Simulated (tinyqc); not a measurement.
Comparisons within one model: exchange-split free-electron bands and tunnelling magnetoresistance. A value that a table varies takes the place of the one given here.

Majority and minority bands E = c k^2/m -/+ Dx/2, c = hbar^2/2m0, so k_up = sqrt(m (EF + Dx/2)/c), k_dn = sqrt(m (EF - Dx/2)/c); n_s = k_s^3/(6 pi^2), D_s = m k_s/(4 pi^2 c).

Barrier: kappa = sqrt(mb phi/c), c = hbar^2/2m0. With a = k1/m, b = k2/m, w = kappa/mb, the transmission at normal incidence is T(k1, k2) = 4 a b w^2/[w^2 (a + b)^2 + (w^2 + a^2)(w^2 + b^2) sinh^2(kappa d)]. Parallel: G_P = T(up, up) + T(dn, dn); antiparallel: G_AP = 2 T(up, dn); TMR = (G_P - G_AP)/G_AP. Julliere: TMR = 2 P^2/(1 - P^2). Slonczewski factor: P_eff = P_k (w^2 - a_up a_dn)/(w^2 + a_up a_dn), P_k = (k_up - k_dn)/(k_up + k_dn).

Constants: hbar^2/2m0 = 3.80998211 eV angstrom^2.

Inputs chosen for the exercise: EF = 3.16 eV (Fermi energy above the mean band bottom); Dx = 5.06 eV (exchange splitting); m = 0.95 m0 (mass in the electrodes); mb = 0.34 m0 (mass in the barrier); d = 14.3 angstrom (barrier thickness); phi = 0.89 eV (barrier height above EF).

## Barrier height

Results:
```
phi (eV)  w (1/angstrom)    P_eff  TMR (%)       G_P
0.20               0.393  -0.2725    15.41     0.113
0.40               0.556  -0.1290     3.69    0.0263
0.70               0.735   0.0081     0.09   0.00471
1.0                0.879   0.0962     1.88   0.00116
1.5                1.076   0.1891     7.42  0.000163
2.0                1.243   0.2473    13.02  3.09e-05
3.0                1.522   0.3162    22.21  1.83e-06
4.0                1.757   0.3556    28.95  1.66e-07
6.0                2.152   0.3991    37.88  2.92e-09
10                 2.778   0.4371    47.24  4.79e-12
```

P_eff vanishes where w^2 = a_up a_dn, at phi = 0.68 eV, inside the table; the lowest TMR listed is 0.09 % at 0.7 eV. TMR is 15.4 % at the lowest barrier and 47.2 % at the highest, against 66.9 % for Julliere with P_k; P_eff tends to +P_k for very high barriers and to -P_k for very low ones. G_P falls by 10.4 decades.

## Barrier thickness

Results:
```
d (angstrom)  kappa d       G_P      G_AP  TMR (%)
1               0.282      1.80      1.38    30.03
2               0.564      1.35      1.10    22.51
3               0.845     0.901     0.783    15.12
4               1.127     0.560     0.510     9.66
6               1.691     0.196     0.188     3.94
8               2.255    0.0649    0.0637     1.92
10              2.818    0.0212    0.0209     1.25
13              3.664   0.00392   0.00388     0.98
16              4.509  0.000723  0.000716     0.94
20              5.636  7.59e-05  7.52e-05     0.93
```

For thick barriers each angstrom costs a factor exp(2 kappa) = 1.76 in both conductances, and TMR settles at 0.93 % (the interface factor, which vanishes at (kappa/mb)^2 = k_up k_dn/m^2, reduces it below the value from the polarisation of k alone); it is within 0.1 point of that from d = 13 angstrom on. At 1 angstrom it is 30.03 %, where the barrier is thin and the mismatch of k_up and k_dn starts to rule, as it does fully for d -> 0.

## Exchange splitting

Dx takes the listed multiples of 2 EF.

Results:
```
Dx/(2 EF)    k_up    k_dn     P_k    P_eff  TMR (%)
0.10       0.9310  0.8421  0.0501  -0.0059     0.01
0.20       0.9724  0.7939  0.1010  -0.0110     0.03
0.35       1.0314  0.7156  0.1807  -0.0157     0.05
0.50       1.0872  0.6277  0.2679  -0.0128     0.04
0.65       1.1402  0.5251  0.3693   0.0065     0.03
0.80       1.1909  0.3970  0.5000   0.0674     0.94
0.90       1.2235  0.2807  0.6268   0.1799     6.73
0.97       1.2459  0.1537  0.7803   0.4120    40.91
```

P_k rises from 0.050 to 0.780, and TMR goes from 0.01 % to 40.9 %, not steadily: its largest value is 40.91 % at 0.97 and its smallest 0.01 % at 0.1; P_eff changes sign along the table. At Dx = 2 EF the minority band is empty (a half metal) and G_AP vanishes.

## What moves the magnetoresistance

All results formed anew. Each row changes one parameter from the base and keeps the others.

Results:
```
case                  P_k   P_eff  TMR (%)       G_P
base               0.5007  0.0678     0.95   0.00188
Dx = 5.313 eV      0.5453  0.1007     2.08   0.00177
EF = 3.476 eV      0.4318  0.0091     0.04   0.00205
phi = 1.157 eV     0.5007  0.1308     3.49  0.000600
mb = 0.272 m0      0.5007  0.1216     3.06   0.00436
d = 16.3 angstrom  0.5007  0.0678     0.93  0.000610
m = 1.14 m0        0.5007  0.1120     2.56   0.00187
```

The largest shifts from the base row, up to three for each result and ties (the steps differ in size, so this ranks the rows, not the parameters). P_k: EF -0.0689, Dx +0.0447; unchanged at the printed digits by phi, mb, d and m. P_eff: phi +0.0630, EF -0.0587, mb +0.0538; unchanged at the printed digits by d. TMR (%): phi +2.54, mb +2.10, m +1.61. G_P: mb +0.00248, phi -0.00128, d -0.00127.

Computed by tinyqc, a small Python program: `OMP_NUM_THREADS=1 python tinyqc.py 1680127 1680128 out.jsonl` (the numbers bound the seed that draws the inputs); one thread of a shared host (Intel(R) Xeon(R) Processor @ 2.30GHz), about 0.01 s for the whole set of steps.
